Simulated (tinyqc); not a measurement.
Read current of a NAND string, cells in series solved by shooting: one step of the calculation.

Cells in series, numbered from 0 at the source line (0 V) to the bit line, each followed by a gap resistance Rg. A cell with gate Vg, threshold VT, source Vs and drain Vd passes I = 2 nf K Vt^2 [F(Vs) - F(Vd)]/(1 + th max(Vg - VT, 0)), F(V) = ln^2(1 + exp((Vg - VT - nf V)/(2 nf Vt))). The selected cell has Vg = Vr, the others Vg = Vp.

Problem. Node voltages for a trial current. For a trial current I start at 0 V and, cell by cell (the selected one is cell 1), solve for the drain: sqrt(F(Vd)) = sqrt(F(Vs) - I/k), k = 2 nf K Vt^2/(1 + th max(Vg - VT, 0)), Vd = [Vg - VT - 2 nf Vt ln(exp(sqrt F) - 1)]/nf, then add I Rg.

Values chosen for this exercise; values of the order met in vertical NAND strings: temperature T = 300 K; gain factor of a cell K = 6.5 uA/V^2; slope factor nf = 1.8; mobility reduction factor th = 0.1 1/V; resistance of the gap between cells Rg = 7.4 kohm; bit-line voltage Vbl = 0.7 V; pass voltage Vp = 7.4 V; read voltage on the selected word line Vr = 2.11 V.

Constants: q = 1.602176634e-19 C, kB = 1.380649e-23 J/K, Vt = kB T/q. Results are converted to the units shown.

second trial current = 1.1 uA
thresholds from the source end, cell 0 to 5 (V): -2  1.1  3.7  -2  -2  -2

Wanted: node voltage after each cell and gap, trial 2.

Solution.

node voltage after each cell and gap, trial 2, cell 0 to 5 (V): 0.043184  0.32225  0.40636  0.45253  0.49906  0.54598

tinyqc, about 0.5 s, one thread, Intel Xeon 2.30GHz (shared host): `OMP_NUM_THREADS=1 python tinyqc.py 2142148 2142149 out.jsonl`
